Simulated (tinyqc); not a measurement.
Thin-body transistor below threshold, two-dimensional Poisson equation on a small mesh: one step of the calculation.

A thin body on a thick buried insulator of low permittivity, taken as carrying no normal field at the bottom of the body (row 0). Mobile charge is neglected (subthreshold), the body is fully depleted, and potentials are counted from the intrinsic level; rows run upward to the gate, columns from source to drain.

Task. Barrier, swing and barrier lowering. The barrier is read along row 0, the path farthest from the gate. Take the node j of lowest psi: barrier Vbi - psi_j; swing Vt ln 10/(d psi_j/dVg); DIBL = (d psi_j/dVd)/(d psi_j/dVg). The derivatives solve the same equations with s = 0 and a unit change of that voltage.

Inputs (values chosen for the exercise): temperature T = 400 K; potential of the source Vbi = 0.54 V.

Constants: q = 1.602176634e-19 C, kB = 1.380649e-23 J/K, Vt = kB T/q. Results are converted to the units shown.

converged psi (V):
```
             j=0        j=1        j=2        j=3        j=4        j=5        j=6        j=7
row 0  0.5400000  0.2255927  0.0880164  0.0496854  0.0770614  0.1979562  0.5233575  1.2400000
row 1  0.5400000  0.2165729  0.0835198  0.0471441  0.0728987  0.1873230  0.5018380  1.2400000
row 2  0.5400000  0.1879347  0.0703295  0.0399370  0.0609758  0.1559384  0.4335009  1.2400000
row 3  0.5400000  0.1345376  0.0495490  0.0293118  0.0430123  0.1058416  0.3060698  1.2400000
row 4  0.2750000  0.0741214  0.0301716  0.0198596  0.0268015  0.0587654  0.1622756  0.6250000
row 5  0.0100000  0.0100000  0.0100000  0.0100000  0.0100000  0.0100000  0.0100000  0.0100000
```

d psi/dVg on row 0: j=0 0.00000000, j=1 0.56895751, j=2 0.82570279, j=3 0.91409200, j=4 0.91409200, j=5 0.82570279, j=6 0.56895751, j=7 0.00000000
d psi/dVd on row 0: j=0 0.0000000, j=1 0.0028321, j=2 0.0086202, j=3 0.0233997, j=4 0.0625083, j=5 0.1656770, j=6 0.4282104, j=7 1.0000000

Find: j; barrier; swing; DIBL.

Result.

j = 3
barrier = 0.4903 V
swing = 86.83 mV/decade
DIBL = 25.60 mV/V

Numbers from tinyqc (`OMP_NUM_THREADS=1 python tinyqc.py 2480094 2480095 out.jsonl`; about 0.1 s on one thread of a shared Intel Xeon 2.30GHz).
